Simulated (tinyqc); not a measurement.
Input admittance of a MOSFET at zero drain bias: distributed channel and distributed gate: one step of the calculation.

Source and drain grounded, strong inversion, w = 2 pi f, Cox = eps0 eox/tox. The channel is an RC line of resistance 1/(mu Cox Vo) per square fed from both ends, so one finger has the intrinsic admittance y = i w Cox L tanh(g)/g per width, g = (1/2) sqrt(i w tau), tau = L^2/(mu Vo). The vertical resistance rv/L is in series with y, the overlaps 2 i w Cov in parallel: y_t = 1/(1/y + rv/L) + 2 i w Cov. The gate strip is a line of Rsh/L per length loaded by y_t, so a finger has Y = y_t Wf tanh(k)/k, k = (Wf/sd) sqrt(y_t Rsh/L); the device has Nf Y.

Problem. Admittance of the channel and stack per width. tau, g, c = Cox L, y and y_t as defined.

Parameters, values chosen for the exercise; values of the order met in silicon radio-frequency transistors: relative permittivity of the gate insulator (close to zirconium oxide) eox = 25.2; insulator thickness tox = 8.1 nm; channel length L = 0.23 um; channel mobility mu = 250 cm^2/(V s); gate overdrive Vo = 0.78 V; vertical resistivity of the gate stack rv = 0 ohm um^2; overlap and fringe capacitance on each side Cov = 0.18 fF/um; frequency f = 25 GHz.

Constants: eps0 = 8.8541878128e-14 F/cm where lengths are in cm. Results are converted to the units shown.

Find: tau; g; c; y; y_t.

Solution.

tau = 2.713 ps
g = 0.2308+0.2308i
c = 6.336 fF/um
y = 35.3+993.7i uS/um
y_t = (0.035+1.050i) x 1e3 uS/um

w tau = 0.426, and Im y is 0.998 of w c.

Numbers from tinyqc (`OMP_NUM_THREADS=1 python tinyqc.py 2262172 2262173 out.jsonl`; about 0.01 s on one thread of a shared Intel Xeon 2.30GHz).
